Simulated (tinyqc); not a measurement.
# Concentration-dependent dopant diffusion with charged defects and the built-in field, step by step

A worked calculation. Computed by tinyqc, a small Python program that keeps every step. Command: `OMP_NUM_THREADS=1 python tinyqc.py 3013306 3013307 out.jsonl extrinsic walk`. One thread of a shared host (Intel(R) Xeon(R) Processor @ 2.30GHz), about 0.08 s of CPU time with the checks. Intermediate numbers are printed to about 7 digits and carried at full precision; extremes and crossings named in words are read from the listed rows.

A constant source C_s feeds a half space. The dopant moves through neutral point defects and through charged ones, whose number grows with the majority carrier density n.

Inputs (values chosen for the exercise, modelled on arsenic in silicon):
```
quantity                        value    unit
neutral prefactor D0x          0.0104  cm^2/s
neutral activation energy E0     3.44      eV
singly charged prefactor D01     33.5  cm^2/s
activation energy E1             4.15      eV
surface concentration C_s     1.4e+20  1/cm^3
junction level C_B            4.4e+16  1/cm^3
temperature T                     900       C
time t                           1300       s
```

Field enhancement: on.

Constants: k_B = 8.617333262e-05 eV/K.

## Intrinsic density and partial diffusivities

n_i = 3.87e16 T^1.5 exp(-7014/T) per cm^3 (T in kelvin, an empirical form); each D = prefactor x exp(-E/(k_B T)); the intrinsic diffusivity D_i is their sum. Temperatures in kelvin are T(C) + 273.15.

n_i = 3.937243e+18 1/cm^3

partial diffusivities (cm^2/s): Dx 1.733848e-17, D1 4.976309e-17

intrinsic diffusivity D_i = 6.710157e-17 cm^2/s

## Diffusivity at the surface

n = C/2 + sqrt(C^2/4 + n_i^2); D(C) = h [Dx + D1 (n/n_i)], h = 1 + C/sqrt(C^2 + 4 n_i^2).

n/n_i = 35.58597

field factor h = 1.998422

surface diffusivity D_s = 3.573591e-15 cm^2/s

enhancement D_s/D_i = 53.25645

C_s is 35.6 times n_i: diffusion is extrinsic near the surface. At such a C_s dopants can cluster or exceed their solubility, which the model leaves out.

## Similarity solution

With y = x/sqrt(D_s t), u = C/C_s and q = -(D/D_s) du/dy: du/dy = -q D_s/D, dq/dy = -(y/2) q D_s/D, u(0) = 1. The surface flux q(0) is shot so that u tends to 0 (LSODA, an adaptive multistep solver, relative tolerance 1e-10). Dose Q = 2 q(0) C_s sqrt(D_s t). The junction lies where C = C_B.

surface flux q(0) = 0.4452599

dose Q = 2.687174e+14 1/cm^2

junction in units of sqrt(D_s t) = 1.727067

junction depth x_j = 37.22488 nm

For a constant D, q(0) = 1/sqrt(pi) = 0.5642; for D proportional to C it tends to 0.444, with the front at y = 1.616. Caution: at such concentrations dopants can cluster or exceed their solubility; the active fraction and the diffusivity then fall below the model.

## Where the concentration falls to given levels

For comparison, erfc profiles with a constant D: x = 2 sqrt(D t) erfc^-1(C/C_s), with D = D_i and D = D_s.

Depth (nm):
```
C/C_s         D/D_s      full  erfc with D_i  erfc with D_s
8.00e-01  0.8019356   8.85895        1.05820         7.7224
5.00e-01  0.5048298  19.93563        2.81727        20.5596
2.00e-01  0.2076549  29.38280        5.35290        39.0639
1.00e-01  0.1085794  32.34094        6.87037        50.1379
3.00e-02  0.0412672  34.53192        9.06423        66.1480
1.00e-02  0.0252296  35.43520       10.75895        78.5156
1.00e-03  0.0193651  36.67519       13.74417       100.3008
1.00e-04  0.0188353  37.75444       16.25057       118.5918
```

The depth between C/C_s = 0.1 and 1e-4 spans 5.41 nm in the full profile, against 9.38 nm for D_i and 68.5 nm for D_s; the ratio of the depths at 1e-4 and at 0.5 is 1.89, against 5.77 for any erfc. The profile is box-like: fast diffusion in the heavily doped part feeds a front that moves slowly where D drops to D_i. Caution: at such a C_s dopants can cluster or exceed their solubility, which the model leaves out.

Checks made by the program: dose from the flux against the area under the profile (relative difference 1e-08).
